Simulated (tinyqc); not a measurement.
Worked calculation: deep trap from a strong local potential in a two-band host (Koster-Slater model with semi-elliptic bands). Computed by tinyqc, a small Python program that keeps every step. Command: `OMP_NUM_THREADS=1 python tinyqc.py 3022667 3022668 out.jsonl deeptrap walk`. One thread of a shared host (Intel(R) Xeon(R) Processor @ 2.30GHz), about 0.03 s of CPU time with the checks. Intermediate numbers are printed to about 5 digits and carried at full precision; extremes and crossings named in words are read from the listed rows.

The valence band spans -2 W_v to 0 and the conduction band E_g to E_g + 2 W_c. The orbital at the impurity site has weight f_v in the valence band and 1 - f_v in the conduction band, each spread as a semi-ellipse (2/(pi W^2)) sqrt(W^2 - x^2) about the band centre. The impurity adds U to this orbital. Spin is left out.

Inputs (values chosen for the exercise, with a gap close to that of beta-Ga2O3):
```
quantity                                value  unit
gap E_g                                  4.85    eV
half-width of the valence band W_v        2.5    eV
half-width of the conduction band W_c     5.5    eV
valence weight f_v of the site orbital   0.55     -
impurity potential U                    -21.2    eV
levels per band n                           4     -
trial energy E                           2.93    eV
```

Impurity: attractive, donor-like.

## Green function at the trial energy

In the gap G(E) = f_v (2/W_v^2)[x - sqrt(x^2 - W_v^2)] - (1 - f_v)(2/W_c^2)[y - sqrt(y^2 - W_c^2)], x = E + W_v, y = E_g + W_c - E. The potential that would put a level at E is U = 1/G(E).

valence part = 0.10731 1/eV

conduction part = -0.072577 1/eV

G(E) = 0.034737 1/eV

potential needed = 28.788 eV

## Thresholds and the vacancy level

G falls across the gap from G(0) to G(E_g). A repulsive U binds if U > 1/G(0), an attractive one if U < 1/G(E_g); the vacancy level (U infinite) solves G(E) = 0 (bisection).

G(0) = 0.39292 1/eV

G(E_g) = -0.086507 1/eV

repulsive threshold = 2.5450 eV

attractive threshold = -11.560 eV

vacancy level = 3.8484 eV

## The trap level

The trap level solves G(E) = 1/U (bisection). With D = -dG/dE = D_v + D_c, D_v = f_v (2/W_v^2)[x/sqrt(x^2 - W_v^2) - 1] and D_c = (1 - f_v)(2/W_c^2)[y/sqrt(y^2 - W_c^2) - 1], the weight on the impurity orbital is 1/(U^2 D) and the conduction-band character is D_c/D.

trap level E_t = 4.6658 eV

weight on the impurity orbital = 0.022278

conduction-band character = 0.88185

depth below the conduction band = 0.18420 eV

The level comes down from the conduction band and has covered 18 % of the way to the vacancy level, which it can never pass; 98 % of the state lies on host orbitals.

## The same problem as a small matrix

Each band is replaced by n levels e_k = centre + W cos(k pi/(n + 1)) with weights w_k = f (2/(n + 1)) sin^2(k pi/(n + 1)), k = 1..n (valence first); H_kl = e_k delta_kl + U sqrt(w_k w_l).

host levels e_k (eV): -0.477  -1.727  -3.273  -4.523  14.800  12.050  8.650  5.900

weights w_k: 0.07601  0.19899  0.19899  0.07601  0.06219  0.16281  0.16281  0.06219

H (eV):
```
        1       2       3       4       5       6       7       8
1  -2.089  -2.607  -2.607  -1.611  -1.458  -2.358  -2.358  -1.458
2  -2.607  -5.946  -4.219  -2.607  -2.358  -3.816  -3.816  -2.358
3  -2.607  -4.219  -7.491  -2.607  -2.358  -3.816  -3.816  -2.358
4  -1.611  -2.607  -2.607  -6.134  -1.458  -2.358  -2.358  -1.458
5  -1.458  -2.358  -2.358  -1.458  13.481  -2.133  -2.133  -1.318
6  -2.358  -3.816  -3.816  -2.358  -2.133   8.598  -3.452  -2.133
7  -2.358  -3.816  -3.816  -2.358  -2.133  -3.452   5.199  -2.133
8  -1.458  -2.358  -2.358  -1.458  -1.318  -2.133  -2.133   4.582
```

## Levels of the small matrix

Diagonalise H (2n rows). The trap level, between the highest valence and the lowest conduction e_k, is number n + 1 from below for an attractive impurity and number n for a repulsive one.

levels (eV): -19.733  -4.257  -2.485  -0.730  4.765  7.190  10.991  14.459

trap level of the matrix = 4.7655 eV

It misses the Green-function level by +0.0997 eV. The lone level at -19.73 eV is the hyperdeep partner, which holds a large part of the impurity orbital.

## Chemical trend: level against potential

U is 1.05, 1.2, 1.5, 2, 3, 5, 10 and 30 times the threshold, rounded to three digits; the largest values are formal and only show the vacancy limit.

Trend:
```
U (eV)  E_t (eV)  weight on the impurity  conduction character  E_t - vacancy level (eV)
-12.1     4.8484                0.005540               0.99094                    1.0000
-13.9     4.8270                0.016827               0.96347                    0.9785
-17.3     4.7556                0.023140               0.92049                    0.9072
-23.1     4.6247                0.020986               0.86617                    0.7762
-34.7     4.4296                0.013110               0.79938                    0.5812
-57.8     4.2267                0.005811               0.73640                    0.3783
-116.0    4.0471                0.001630               0.68351                    0.1987
-347.0    3.9169                0.000194               0.64643                    0.0685
```

dE_t/dU equals the weight on the impurity, which peaks at 0.023 (U = -17.3 eV) and falls to 1.9e-4 in the last row, so beyond the peak each further eV of potential moves the level less. The level nears the vacancy level, 3.848 eV, as 1/U: it is 0.199 eV away at 10 times the threshold and 0.068 eV at 30 times, and the state is then host-like.

## Opening the gap, as alloying or pressure does

The conduction band is shifted rigidly; widths, weights and U stay.

Against the gap:
```
E_g (eV)  E_t (eV)  depth below E_c (eV)  conduction character
2.42          none                     -                     -
3.15        3.1299               0.02013               0.93980
3.88        3.8012               0.07875               0.90386
4.37        4.2406               0.12940               0.89040
4.85        4.6658               0.18420               0.88185
5.58        5.3065               0.27352               0.87432
6.30        5.9346               0.36541               0.87094
7.76        7.2052               0.55480               0.87071
```

As the conduction band moves up by 4.610 eV the level follows by 4.075 eV, a mean slope of 0.88; the local slope is the conduction character. A shallow donor would follow with slope 1 and a shallow acceptor with slope 0. For E_g = 2.42 eV there is no level in the gap: it has merged into a band.

Checks made by the program: closed form against a 4000-point quadrature of the densities of states (relative difference below 1e-10); 200 levels per band against the Green function (relative difference below 1e-10).
